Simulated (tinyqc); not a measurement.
# Signal and retention of a DRAM cell: failing cells against the refresh interval

A stored one starts at Vd and leaks: Cs dV/dt = -I(V), I = a sqrt((V + Vb)/(Vd + Vb)) + b, with a = Ig exp[-(Eg1 q/kB)(1/T - 1/T0)] (generation in a depletion layer) and b = Is exp[-(Es q/kB)(1/T - 1/T0)]. The bit line is precharged to Vd/2, and charge sharing gives the signal (V - Vd/2) Cs/(Cs + Cb).

The cell fails below Vc = Vd/2 + dm (Cs + Cb)/Cs. With s = sqrt((Vc + Vb)/(Vd + Vb)), the time from Vd to Vc is t = [2 Cs (Vd + Vb)/a] [1 - s - (b/a) ln((a + b)/(a s + b))]. This time is the median of a log-normal spread: failing cells = Nc erfc(z/sqrt 2)/2, z = ln(t/tr)/sg.

Values chosen for this exercise:
- Vd = 1.3 V (array voltage)
- Cs = 20 fF (cell capacitance)
- Cb = 28 fF (bit-line capacitance)
- dm = 55 mV (smallest signal that the sense amplifier resolves)
- Vb = 1.43 V (built-in plus back-bias voltage of the storage junction)
- Ig = 0.69 fA (junction leakage at V = Vd and T0)
- Is = 0.089 fA (voltage-independent leakage at T0)
- Es = 0.37 eV (activation energy of Is)
- T0 = 358 K (reference temperature)
- T = 358 K (temperature)
- sg = 0.84 (deviation of ln(retention time) over the cells)
- Nc = 1.72e10 (cells)
- Eg1 = 0.61 eV (activation energy of Ig)

Constants: q = 1.602176634e-19 C, kB = 1.380649e-23 J/K. Results are converted to the units shown.

Failing cells against the refresh interval:

| tr (ms) | z | failing cells |
|---|---|---|
| 16 | 8.057 | 6.717e-6 |
| 32 | 7.232 | 0.004094 |
| 64 | 6.407 | 1.278 |
| 128 | 5.582 | 204.9 |
| 256 | 4.756 | 1.695e4 |
| 512 | 3.931 | 7.267e5 |
| 1024 | 3.106 | 1.630e7 |
| 2048 | 2.281 | 1.940e8 |

Doubling the interval lowers z by ln 2/sg = 0.825 and multiplies the count by 610 between the first two rows and by 11.9 between the last two. The count passes 1 at tr = 64 ms among the rows.

Range of the model: Real arrays also hold a tail of unusually leaky cells and cells whose retention varies in time, which this model lacks.

Program tinyqc, `OMP_NUM_THREADS=1 python tinyqc.py 2130106 2130107 out.jsonl`; Intel Xeon 2.30GHz, shared host, one thread, about 0.01 s.
